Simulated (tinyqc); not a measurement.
Switching kinetics of a ferroelectric film and the memory window of a ferroelectric gate stack: one step, computed by the program tinyqc. Command: `OMP_NUM_THREADS=1 python tinyqc.py 3024769 3024770 out.jsonl feswitch walk`. One thread of a shared host (Intel(R) Xeon(R) Processor @ 2.30GHz), about 0.01 s of CPU time with the checks.

Fields in MV/cm; 1 microcoulomb/cm^2 over eps_0 is 11.29409 MV/cm. In the stack (metal, ferroelectric, interlayer, channel) the channel is taken as a conductor.

Question. Memory window. Saturated branches: P(E) = P_s tanh[(E -/+ E_c)/(2 delta)], delta = E_c/ln[(1 + P_r/P_s)/(1 - P_r/P_s)]; D = P + eps_0 eps_F E. At threshold the channel charge is negligible, so D = 0 on each branch: (1 - s) P(E) + eps_0 eps_F E = 0, with the screened share s. The rising branch has the root E0 between 0 and E_c; window = 2 E0 t_F; its upper bound is 2 E_c t_F.

Inputs (values chosen for the exercise, for a model hafnia-based film):
```
quantity,value,unit
saturation polarisation P_s,36,microcoulomb/cm^2
ratio P_r/P_s,0.87,-
coercive field E_c,0.67,MV/cm
permittivity of the ferroelectric eps_F,44,-
thickness t_F,17,nm
share s of P screened by trapped charge,0.83,-
```

delta = 0.2512978 MV/cm

Give: field E0; memory window; bound 2 E_c t_F; fixed-charge estimate 2 (1 - s) P_r t_F/(eps_0 eps_F).

Answer.

field E0 = 0.5032 MV/cm

memory window = 1.711 V

bound 2 E_c t_F = 2.278 V

fixed-charge estimate 2 (1 - s) P_r t_F/(eps_0 eps_F) = 4.647 V

Charge and coercive field both limit the window.
